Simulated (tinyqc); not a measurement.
Ellipsometry and reflectance of a transparent film on an absorbing substrate: two steps of the calculation.

Air (index 1), film, substrate with N2 = n2 - i k2; time factor exp(+i w t). q_j = sqrt(N_j^2 - sin^2 th), root with positive real part. Fresnel coefficients r_s = (q_a - q_b)/(q_a + q_b), r_p = (N_b^2 q_a - N_a^2 q_b)/(N_b^2 q_a + N_a^2 q_b). tan(Psi) exp(i Delta) = R_p/R_s, Delta taken from 0 to 360 degrees.

Parameters, values chosen for the exercise; indices close to those of silicon dioxide on silicon:
- lam = 800 nm (wavelength)
- th = 70 degrees (angle of incidence)
- n1 = 1.463 (index of the transparent film)
- d = 4.5 nm (film thickness)
- n2 = 3.692 (index of the substrate)
- k2 = 0.0065 (extinction coefficient of the substrate)

Question 1. Interface coefficients and thickness period. q0, q1, q2 and the coefficients r01 and r12 for p and s; the results repeat in d with the period lam/(2 q1).

Find: q0; q1; q2; r01,p; r01,s; r12,p; r12,s; period.

Answer 1.

q0 = 0.3420
q1 = 1.121
q2 = 3.570-0.007i
r01,p = -0.2100
r01,s = -0.5325
r12,p = 0.3333-0.0007i
r12,s = -0.5220+0.0007i
period = 356.7 nm

Question 2. Psi, Delta and reflectances. beta = 2 pi d q1/lam, X = exp(-2 i beta), R = (r01 + r12 X)/(1 + r01 r12 X) for p and s.

q1 = 1.1213148
r01,p = -0.21003183
r01,s = -0.53254700
r12,p = 0.33334834-0.00072826i
r12,s = -0.52200441+0.00068477i

Find: beta; X; R_p; R_s; Psi; Delta; |R_p|^2; |R_s|^2.

Answer 2.

beta = 0.039631 rad
X = 0.99686-0.07918i
R_p = 0.13120-0.02996i
R_s = -0.82474+0.01845i
Psi = 9.2650 degrees
Delta = 168.42 degrees
|R_p|^2 = 0.018110
|R_s|^2 = 0.68054

The bare substrate gives Psi = 9.129 and Delta = 179.67 degrees.

Computed by the program tinyqc: `OMP_NUM_THREADS=1 python tinyqc.py 2870189 2870190 out.jsonl`, one thread of a shared Intel Xeon 2.30GHz, about 0.01 s for the whole run.
